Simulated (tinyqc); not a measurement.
Anisotropic wet etching of Si(100): plane rates, V-grooves, membranes and undercut. Changing the etch time t. Computed by tinyqc, a small Python program. Command: `OMP_NUM_THREADS=1 python tinyqc.py 3003742 3003743 out.jsonl wetetch sweep`. One thread of a shared host (Intel(R) Xeon(R) Processor @ 2.30GHz), about 0.01 s of CPU time with the checks.

A long slot opens the mask on a (100) wafer. The floor etches at R100; (111) walls stand at theta = arctan(sqrt2) = 54.7356 degrees to the surface and recede at R111 along their normal.

Inputs (values chosen for the exercise, close to those used for potassium hydroxide solutions):
```
quantity                                                                  value     unit
prefactor k0 of the (100) rate                                            5e+08   um/min
activation energy of (100), E                                               0.6       eV
ratio (100)/(111) at 80 C                                                   300        -
extra energy of (111), dE                                                 0.053       eV
ratio (100)/oxide at 80 C                                                   200        -
extra energy of the oxide, dE_ox                                            0.3       eV
bath temperature T                                                           40        C
width w (mask opening along <110>, or membrane width in the design step)    450       um
misalignment of the mask                                                    0.5  degrees
```

Constants: k_B = 8.617333262e-05 eV/K.

Method:
- R100 = k0 exp(-E/(k_B T)); a ratio given at 80 C scales as exp[(extra energy/k_B)(1/T - 1/353.15 K)]; R111 and R_ox follow by division.
- Temperatures in kelvin are T(C) + 273.15.
- A misaligned edge exposes ledges and adds R100 sin(misalignment) to the lateral rate (a simple estimate): u = R111/sin(theta) + R100 sin(misalignment). Top width W = w + 2 u t; floor width b = W - 2 z/tan(theta) = W - sqrt2 z. The floor lasts until b = 0, at t_V = w/(sqrt2 R100 - 2u); depth z = R100 t before t_V and W/sqrt2 after.

One run for each value:
```
etch time t (min)  depth z (um)  top width W (um)  floor width b (um)
1                    1.1033e-01            450.00              449.85
2                    2.2065e-01            450.01              449.69
4.1                  4.5234e-01            450.01              449.37
8.4                  9.2675e-01            450.02              448.71
17                   1.8756e+00            450.04              447.39
35                   3.8614e+00            450.09              444.63
71                   7.8332e+00            450.19              439.11
140                  1.5446e+01            450.37              428.53
290                  3.1995e+01            450.77              405.52
600                  6.6196e+01            451.59              357.97
```

What does the table show, and why?

Over the rows, depth z (um) rises from 0.110 to 66.2 (exponent d ln y / d ln x about 1.0 throughout); top width W (um) rises from 450.0 to 451.6; floor width b (um) falls from 450 to 358 (exponent d ln y / d ln x -4.9e-4 between the first rows and -0.17 between the last). The exponent of depth z stays at 1: the floor etches at a constant rate. The floor lasts through all rows, so the depth is R100 t.
